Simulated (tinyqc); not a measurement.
Inside a calculation. Method: plane-wave Kohn-Sham cycle with exchange-only LDA in a layered model solid. One step of it, computed by the program tinyqc.

Question. Iteration 2: potential. V_H(G) = 4 pi rho(G)/G^2 for G != 0 (uniform background); v_x = -(3 rho/pi)^(1/3); V = V_ext + V_H + v_x; Fourier components f(G_m) = (1/N) sum_j f(x_j) exp(-i G_m x_j).

A solid whose potential varies along x alone (atomic units):
```
parameter                      value
period a                    8.700000
cross-section of the cell  38.000000
electrons per cell                 2
grid points                       16
plane waves -n..n, n               2
k points                           2
V1 in V1 cos(2 pi x/a)     -0.420000
V2 in V2 cos(4 pi x/a)      0.010000
```

density after iteration 1 (e/bohr^3): 0.01602277  0.01441218  0.01054353  0.00643039  0.00352696  0.00204749  0.00147964  0.00130837  0.00127382  0.00130837  0.00147964  0.00204749  0.00352696  0.00643039  0.01054353  0.01441218

Give: Potentials on the grid; V(G_m), m = 0, 1, 2, ....

Answer.

Potentials on the grid (hartree):
```
x       V_ext     V_H     v_x       V
0.000  -0.410   0.183  -0.248  -0.475
0.544  -0.381   0.165  -0.240  -0.456
1.087  -0.297   0.116  -0.216  -0.396
1.631  -0.168   0.051  -0.183  -0.299
2.175  -0.010  -0.015  -0.150  -0.175
2.719   0.154  -0.073  -0.125  -0.045
3.263   0.297  -0.117  -0.112   0.068
3.806   0.395  -0.143  -0.108   0.144
4.350   0.430  -0.152  -0.107   0.171
4.894   0.395  -0.143  -0.108   0.144
5.438   0.297  -0.117  -0.112   0.068
5.981   0.154  -0.073  -0.125  -0.045
6.525  -0.010  -0.015  -0.150  -0.175
7.069  -0.168   0.051  -0.183  -0.299
7.612  -0.297   0.116  -0.216  -0.396
8.156  -0.381   0.165  -0.240  -0.456
```

V(G_m), m = 0, 1, 2, ... (hartree): -0.164  -0.163  0.006  0.001  0.000
